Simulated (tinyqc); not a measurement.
Double quantum well by finite differences, step by step. Values are carried at full precision from step to step, so a last printed digit may differ when a step is redone from the rounded ones.

Finite differences on points z_i at the centres of cells of width h: H_ii = (c/h^2)(1/m_(i-1/2) + 1/m_(i+1/2)) + V_i, H_(i,i+1) = -(c/h^2)/m_(i+1/2), where m_(i+1/2) is the mean of the masses at the two points (the end values are repeated outwards), psi = 0 on the points beyond both ends, c = hbar^2/2m0. The field adds e F (z - z0) with z0 the middle of the structure; 1 kV/cm = 1e-5 eV/angstrom.

Constants: hbar^2/2m0 = 3.80998211 eV angstrom^2.

Values chosen for the exercise (near those of an InGaAs well in InAlAs; shifted at random, so the results belong to these values and not to a real crystal): layers = ((33, 0.539, 0.078), (44, 0, 0.0412), (11, 0.539, 0.078), (44, 0, 0.0412), (33, 0.539, 0.078)) (each layer: thickness in angstrom, band edge in eV, mass in m0); F = 0 kV/cm (field along z); h = 11 angstrom (cell width of the coarse grid); hf = 0.6875 angstrom (cell width of the fine grid).

## The coarse grid

List the points, the potential with the field, and the masses.

Grid:
```
i   z (angstrom)  V (eV)  m (m0)
1            5.5  0.5390  0.0780
2           16.5  0.5390  0.0780
3           27.5  0.5390  0.0780
4           38.5  0.0000  0.0412
5           49.5  0.0000  0.0412
6           60.5  0.0000  0.0412
7           71.5  0.0000  0.0412
8           82.5  0.5390  0.0780
9           93.5  0.0000  0.0412
10         104.5  0.0000  0.0412
11         115.5  0.0000  0.0412
12         126.5  0.0000  0.0412
13         137.5  0.5390  0.0780
14         148.5  0.5390  0.0780
15         159.5  0.5390  0.0780
```

## The tridiagonal Hamiltonian

Form the diagonal and the neighbouring elements; V in the grid already includes the field.

diagonal H_ii (eV): 1.3464  1.3464  1.4710  1.2926  1.5285  1.5285  1.2926  1.5956  1.2926  1.5285  1.5285  1.2926  1.4710  1.3464  1.3464

H_(i,i+1) (eV): -0.4037  -0.4037  -0.5283  -0.7643  -0.7643  -0.7643  -0.5283  -0.5283  -0.7643  -0.7643  -0.7643  -0.5283  -0.4037  -0.4037

## Lowest levels on the coarse grid

Diagonalise the symmetric tridiagonal matrix; give the three lowest levels and the weights u_i^2 (sum 1) of the two lowest.

levels (eV): 0.1017  0.1690  0.5112

weights on the points:
```
             1      2      3      4      5      6      7      8      9     10     11     12
level 1  0.000  0.002  0.014  0.075  0.120  0.138  0.121  0.060  0.121  0.138  0.120  0.075
level 2  0.000  0.004  0.025  0.120  0.159  0.131  0.061  0.000  0.061  0.131  0.159  0.120

            13     14     15
level 1  0.014  0.002  0.000
level 2  0.025  0.004  0.000
```

## Halving the cell width

The same with h, h/2, ..., h/32. The end points move with h, since psi vanishes half a cell beyond the structure. Richardson value (4 E(h/32) - E(h/16))/3.

Convergence:
```
cell (angstrom)  points  E1 (eV)  E2 (eV)  E1 - finest (meV)
11.0000              15  0.10165  0.16901            -11.855
5.5000               30  0.11023  0.17931             -3.280
2.7500               60  0.11266  0.18215             -0.847
1.3750              120  0.11330  0.18289             -0.210
0.6875              240  0.11346  0.18309             -0.044
0.3438              480  0.11351  0.18315              0.000
```

Richardson values of E1, E2 (eV): 0.11352  0.18317

The coarse grid is 11.9 meV too low in E1. The last differences between rows shrink by a factor 3.8 (4 for a pure h^2 error, 2 for one linear in h).

## Positions and dipoles on the fine grid

With h sum psi^2 = 1: <z - z0> of three levels, |z_12| and |z_13|, the mass m1 from 1/m1 = <1|1/m|1>, and f_1j = (m1/c)(E_j - E_1) z_1j^2.

levels (eV): 0.1135  0.1831  0.5366

<z - z0> (angstrom): 0.0  0.0  0.0

|z_12|, |z_13| (angstrom): 27.69  0.00

m1 = 0.0438 m0

f_12, f_13: 0.613  0.000

The structure is symmetric and there is no field, so z_13 vanishes by parity. E2 - E1 = 69.6 meV, a wavelength of 17.8 micrometre (hc = 1239.841984 eV nm).

## Checks

- E1 at zero field on the grid h/32 against transfer matrices between the same hard ends, eV: both 0.1135.

Program tinyqc; command `OMP_NUM_THREADS=1 python tinyqc.py 1250498 1250499 out.jsonl`; about 0.04 s on one thread of a shared Intel(R) Xeon(R) Processor @ 2.30GHz.
